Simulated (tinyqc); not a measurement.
Field dependence: Hall effect and magnetoresistance of several carrier groups with constant relaxation times. Computed by tinyqc, a small Python program. Command: `OMP_NUM_THREADS=1 python tinyqc.py 3000644 3000645 out.jsonl hall2 walk`. One thread of a shared host (Intel(R) Xeon(R) Processor @ 2.30GHz), about 0.01 s of CPU time with the checks.

Group 1 has charge -e and group 2 charge +e; s_i is that sign. B lies along z; mu B is formed with mu in m^2/(V s).

Inputs (values chosen for the exercise, for a model conductor):

| quantity | value | unit |
|---|---|---|
| density n1 | 1.6e+15 | 1/cm^3 |
| mobility mu1 | 12000 | cm^2/(V s) |
| density n2 | 9.1e+15 | 1/cm^3 |
| mobility mu2 | 520 | cm^2/(V s) |
| magnetic field B | 5.4 | T |

Carriers: electrons and holes. Densities: per volume.

Constants: e = 1.602176634e-19 C.

Method:
- Weak field: R_H(0) = sum s_i n_i mu_i^2/(e (sum n_i mu_i)^2); MR = c B^2 with c = n1 n2 mu1 mu2 (s1 mu1 - s2 mu2)^2/(n1 mu1 + n2 mu2)^2. Strong field: R_H = 1/(e sum s_i n_i); rho_xx saturates at (n1/mu1 + n2/mu2)/(e (sum s_i n_i)^2).
- sigma_xx = sum n_i e mu_i/(1 + mu_i^2 B^2); sigma_xy = sum s_i n_i e mu_i^2 B/(1 + mu_i^2 B^2).
- rho_xx = sigma_xx/(sigma_xx^2 + sigma_xy^2); Hall coefficient R_H = sigma_xy/(B (sigma_xx^2 + sigma_xy^2)), with B in V s/cm^2 (1 T = 1e-4 V s/cm^2); magnetoresistance MR = rho_xx(B)/rho_xx(0) - 1.

saturation MR = 650.224 %

Against the field:

| B (T) | mu1 B | rho_xx (ohm cm) | R_H (cm^3/C) | MR (%) |
|---|---|---|---|---|
| 0.042 | 0.0504 | 0.2609 | -2483.8 | 4.3860e-02 |
| 0.12 | 0.144 | 0.2617 | -2482.2 | 3.5787e-01 |
| 0.33 | 0.396 | 0.2678 | -2470.2 | 2.6966e+00 |
| 0.83 | 0.996 | 0.3043 | -2398.9 | 1.6690e+01 |
| 2.1 | 2.52 | 0.5055 | -2005.4 | 9.3832e+01 |
| 5 | 6 | 1.0896 | -863.2 | 3.1780e+02 |
| 12 | 14.4 | 1.6960 | 322.5 | 5.5029e+02 |
| 33 | 39.6 | 1.9168 | 754.4 | 6.3498e+02 |
| 100 | 120 | 1.9522 | 823.6 | 6.4853e+02 |

R_H changes sign between 5.00 and 12.0 T. MR starts as B^2.00 and ends as B^0.02; it saturates at 650 %. One group alone would show no magnetoresistance in this model. The rows with mu1 B well above 1 show the semiclassical limit; Landau quantisation is left out. Caution: mu B is well above 1, where Landau quantisation, left out here, shows at low temperature.

Extremes, crossings and ranges named in words are read from the listed rows.
